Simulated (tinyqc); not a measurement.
Decay of LO phonons and the hot-phonon bottleneck in the cooling of electrons: one step, computed by the program tinyqc.

n(E, T) = 1/(exp(E/(k_B T)) - 1) is the Bose occupation. Electrons have a temperature T_e; the LO modes within their reach share one occupation N; the decay products stay at the lattice temperature.

Question. Electron and phonon temperatures in closed form. Net emission per electron: [(N + 1) x - N]/tau_sp with x = exp(-hbar omega/(k_B T_e)), a simple two-level balance; steady state of the modes: n [(N + 1) x - N]/tau_sp = N_m (N - N_0)/tau; power per electron P = hbar omega [(N + 1) x - N]/tau_sp. With p = P tau_sp/(hbar omega): N = N_0 + r p and x = (p + N)/(N + 1); without hot phonons N = N_0. The mode temperature T_LO solves n(hbar omega, T_LO) = N.

Inputs (values chosen for the exercise, modelled on gallium arsenide): LO energy hbar omega = 36 meV; lattice temperature T = 77 K; power supplied per electron P = 3.9 nW.

Decay channel: two unequal phonons (Ridley).

emission time tau_sp = 141.3926 fs

equilibrium LO occupation N_0 = 0.004422384

bottleneck ratio r = 73.22548

Constants: e = 1.602176634e-19 C; k_B = 8.617333262e-05 eV/K.

Give: reduced power p; LO occupation N; electron temperature T_e; T_e without hot phonons; mode temperature T_LO.

Answer.

reduced power p = 0.09560

LO occupation N = 7.005

electron temperature T_e = 3485 K

T_e without hot phonons = 181.1 K

mode temperature T_LO = 3131 K

Caution: at such T_e upper valleys, non-parabolic bands or other phonons can take part.
